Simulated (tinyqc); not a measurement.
Against the doping: band-to-band tunnelling and avalanche in a reverse-biased abrupt junction. Computed by tinyqc, a small Python program. Command: `OMP_NUM_THREADS=1 python tinyqc.py 3021083 3021084 out.jsonl zener walk`. One thread of a shared host (Intel(R) Xeon(R) Processor @ 2.30GHz), about 0.01 s of CPU time with the checks.

Direct Kane tunnelling in the local field (for indirect gaps the mass is an effective fit) and one ionisation coefficient for both carriers. N is the doping of the light side, or N_A N_D/(N_A + N_D) for the symmetric junction; the built-in voltage is taken as E_g/e.

Inputs (values chosen for the exercise, modelled on In0.53Ga0.47As):
```
quantity                                               value    unit
band gap at 300 K, E_g                                  0.73      eV
gap narrowing with temperature, -dE_g/dT                0.34   meV/K
reduced tunnelling mass m_r                            0.026     m_0
permittivity eps                                        13.9       -
ionisation prefactor a                               4.7e+06    1/cm
ionisation field at 300 K, b                        1.55e+06    V/cm
relative rise of b with temperature                      8.8  1e-4/K
effective doping N                                   4.5e+17  1/cm^3
current density that defines tunnel breakdown, J_0         1  A/cm^2
temperature T                                            200       K
```

Junction: one-sided.

Constants: eps_0 = 8.8541878128e-12 F/m; e = 1.602176634e-19 C; m_0 = 9.1093837015e-31 kg; hbar = 1.054571817e-34 J s.

Method:
- E_g(T) = E_g - (T - 300 K)(-dE_g/dT); b(T) = b [1 + (rise)(T - 300 K)]; w = sqrt(2 eps eps_0 (V_R + E_g/e)/(e N)); F_m = 2 (V_R + E_g/e)/w; the field falls linearly from F_m to 0 across w.
- Kane: G(F) = A F^2 exp(-B/F), A = e^2 sqrt(m_r)/(18 pi hbar^2 sqrt(E_g)), B = pi sqrt(m_r) E_g^(3/2)/(2 e hbar), SI units; J = e int G dx x V_R/(V_R + E_g/e), the last factor making J vanish at zero bias; int G dx = (w/F_m) int_0^F_m G dF by 64 Gauss-Legendre points.
- Avalanche: I = (w/F_m) int_0^F_m a exp(-b/F) dF by 64 Gauss-Legendre points, M = 1/(1 - I), breakdown at I = 1.
- V_Z solves J = J_0 and V_A solves I = 1; the lower one is the breakdown voltage; temperature coefficients by a central difference of +/- 10 K.

Breakdown:
```
N (1/cm^3)     V_Z (V)  V_A (V)  F_m at breakdown (MV/cm)       first
9.00e+15    5.0581e+01   32.143                   0.27769   avalanche
2.20e+16    2.2138e+01   16.951                   0.31855   avalanche
5.40e+16    9.4709e+00    9.049                   0.37145   avalanche
1.40e+17    3.6389e+00    4.704                   0.40061  tunnelling
2.70e+17    1.7306e+00    3.002                   0.41877  tunnelling
4.50e+17    8.6684e-01    2.111                   0.43712  tunnelling
9.00e+17    2.1551e-01    1.296                   0.47909  tunnelling
2.20e+18    3.5061e-03    0.668                   0.66304  tunnelling
```

The mechanism changes between 5.40e16 and 1.40e17 per cm^3. Across the table V_Z + E_g/e scales as N^-0.76 and V_A as N^-0.70: tunnelling needs a nearly fixed field, while avalanche in a thinner layer needs a higher one. Rows with V_Z below E_g/e understate it, since the local Kane formula overestimates the current there. Rows with V_A below about 5 E_g/e understate it, since the local law ignores the distance a carrier needs to reach the ionisation energy.

Extremes, crossings and ranges named in words are read from the listed rows.
